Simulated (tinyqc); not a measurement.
Shallow acceptor in the spherical four-band model, step by step. Values are carried at full precision from step to step, so a last printed digit may differ when a step is redone from the rounded ones.

Units Ry* = Ry/(g1 eps^2) and a* = a0 eps g1; mu = (6 g3 + 4 g2)/(5 g1) is the spherical heavy-light coupling and delta = (g3 - g2)/g1 the cubic term, which is left out.

Constants: Ry = 13.60569312 eV; a0 (Bohr radius) = 0.5291772105 angstrom.

Values chosen for the exercise (near those of a shallow acceptor in GaAs; not measured data): g1 = 6.92 (Luttinger gamma1); g2 = 2.08 (gamma2); g3 = 2.97 (gamma3); eps = 13.5 (dielectric constant); al = (1.01, 6.05) 1/a*^2 (exponents a_i, the same for f and g); Dso = 0.327 eV (spin-orbit splitting).

## Units and couplings

Give Ry*, a*, mu, delta and the spherical masses 1/(g1 (1 -/+ mu)).

Ry* = 10.788 meV
a* = 49.44 angstrom
mu = 0.7555
delta = 0.1286

heavy and light mass (m0): [0.5910, 0.0823]

A hydrogen model with the heavy mass would bind by Ry*/(1 - mu) = 44.1 meV and with the light mass by 6.1 meV. delta/mu = 0.17: the cubic term is a modest correction.

## Matrices in a small basis

The ground state 1S3/2 has an L = 0 part f(r) and an L = 2 part g(r). In units of Ry* and a*, with Gaussians f_i = exp(-a_i r^2), g_i = r^2 exp(-a_i r^2), A = a_i + a_j and I(n) = Gamma((n + 1)/2)/(2 A^((n + 1)/2)): S_ff = I(2), S_gg = I(6), H_ff = (6 a_i a_j/A) I(2) - 2 I(1), H_gg = (14 a_i a_j/A) I(6) - 2 I(5), H_fg = -mu [15 I(2) - 20 a_j I(4) + 4 a_j^2 I(6)]; each function is then normalised. The split-off band is left out.

Form S and H.

S, rows f1, f2, g1, g2 and columns alike:
```
[[1.0000, 0.5860, 0, 0],
 [0.5860, 1.0000, 0, 0],
 [0, 0, 1.0000, 0.2874],
 [0, 0, 0.2874, 1.0000]]
```

H (Ry*), rows f1, f2, g1, g2 and columns alike:
```
[[-0.1775, -0.4707, -2.9553, -0.8492],
 [-0.4707, 10.2999, -5.0869, -17.7023],
 [-2.9553, -5.0869, 5.3594, 2.5630],
 [-0.8492, -17.7023, 2.5630, 38.1633]]
```

## Ground state in the small basis

Solve H u = E S u for the lowest level of the acceptor; the first half of the basis is L = 0 and the second L = 2. Give E, E without the f-g block, and the L = 2 weight u_g S_gg u_g with u S u = 1.

E = -1.960 Ry*
E without coupling = -0.190 Ry*
L = 2 weight = 0.231

Without the coupling the exact value is -1, which this basis, tuned to the compact coupled state, misses by 0.810. The coupling to L = 2 takes the level to 1.96 times that exact value.

## Converged result

Converged values use 22 exponents 2.2^i, i = -7 to 14, for f and for g.
Ground and next level of the same symmetry, L = 2 weight and mean radius.

1S3/2 and 2S3/2 (Ry*): [-2.184, -0.647]

binding energies (meV): [23.6, 7.0]

L = 2 weight = 0.263
<r> = 37.3 angstrom

The small basis reaches 90 % of the binding. The ratio 1S/2S is 3.37 (4 for hydrogen). The binding is 0.07 of Dso, so leaving out the split-off band is safe.

## Checks

- Level at mu = 0 against -1 Ry*: both -1.0000.
- Ground level from a second, denser basis, Ry*: both -2.184.

Run: tinyqc, `OMP_NUM_THREADS=1 python tinyqc.py 1251652 1251653 out.jsonl`; Intel(R) Xeon(R) Processor @ 2.30GHz, one thread, shared host; about 0.03 s of CPU time with all checks.
